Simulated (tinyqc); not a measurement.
Thresholds of impact ionisation and Auger recombination from band masses: one step. Non-parabolicity raises the threshold. Four cases, with inputs chosen for the exercise.

Task: Give alpha, E_T, E_a = E_T - Eg and k4.

Non-parabolic fast electron: E (1 + alpha E) = c k^2/me with alpha = (1 - me)^2/Eg; the slow carriers stay parabolic, so E_T = Eg + me E_T (1 + alpha E_T)/M, M = 2 me + mh (the root between Eg and 1.9 Eg).

Constants: hbar^2/2m0 = 3.80998211 eV angstrom^2.

Give: alpha; E_T; E_a; k4.

Case 1.

Values chosen (out of a larger set: near those of InAs, gap at low temperature and not tied to T; not measured data): Eg = 0.423 eV (gap at Gamma to the s-like level); me = 0.0261 m0 (electron mass at Gamma); mh = 0.4 m0 (heavy-hole mass).

Result:

alpha = 2.2423 1/eV
E_T = 0.4806 eV
E_a = 0.0576 eV
k4 = 0.08271 1/angstrom

E_a is 2.22 times the parabolic value, since an electron at E_T above the edge has 1 + alpha E_T = 2.08 times the squared momentum, and E_T itself is 1.07 times higher.

Case 2.

Values chosen (out of a larger set: near those of GaAs, gap at low temperature and not tied to T; not measured data): Eg = 1.546 eV (gap at Gamma to the s-like level); me = 0.0677 m0 (electron mass at Gamma); mh = 0.5 m0 (heavy-hole mass).

Result:

alpha = 0.5622 1/eV
E_T = 1.9980 eV
E_a = 0.4520 eV
k4 = 0.27456 1/angstrom

E_a is 2.45 times the parabolic value, since an electron at E_T above the edge has 1 + alpha E_T = 2.12 times the squared momentum, and E_T itself is 1.15 times higher. In the real crystal the L valleys lie below this energy, so the fast electron may not stay in the Gamma valley.

Case 3.

Values chosen (out of a larger set: near those of GaSb, gap at low temperature and not tied to T; not measured data): Eg = 0.798 eV (gap at Gamma to the s-like level); me = 0.0392 m0 (electron mass at Gamma); mh = 0.37 m0 (heavy-hole mass).

Result:

alpha = 1.1568 1/eV
E_T = 0.9811 eV
E_a = 0.1831 eV
k4 = 0.14680 1/angstrom

E_a is 2.40 times the parabolic value, since an electron at E_T above the edge has 1 + alpha E_T = 2.13 times the squared momentum, and E_T itself is 1.12 times higher. In the real crystal the L valleys lie below this energy, so the fast electron may not stay in the Gamma valley.

Case 4.

Values chosen (out of a larger set: near those of GaSb, gap at low temperature and not tied to T; not measured data): Eg = 0.818 eV (gap at Gamma to the s-like level); me = 0.0393 m0 (electron mass at Gamma); mh = 0.33 m0 (heavy-hole mass).

Result:

alpha = 1.1283 1/eV
E_T = 1.0332 eV
E_a = 0.2152 eV
k4 = 0.15193 1/angstrom

E_a is 2.47 times the parabolic value, since an electron at E_T above the edge has 1 + alpha E_T = 2.17 times the squared momentum, and E_T itself is 1.14 times higher. In the real crystal the L valleys lie below this energy, so the fast electron may not stay in the Gamma valley.

Computed by tinyqc, one run a case: `OMP_NUM_THREADS=1 python tinyqc.py N N+1 out.jsonl` with N = 1850590, 1850695, 1850708, 1850785; one thread of a shared Intel(R) Xeon(R) Processor @ 2.30GHz, about 0.01 s a run at most.
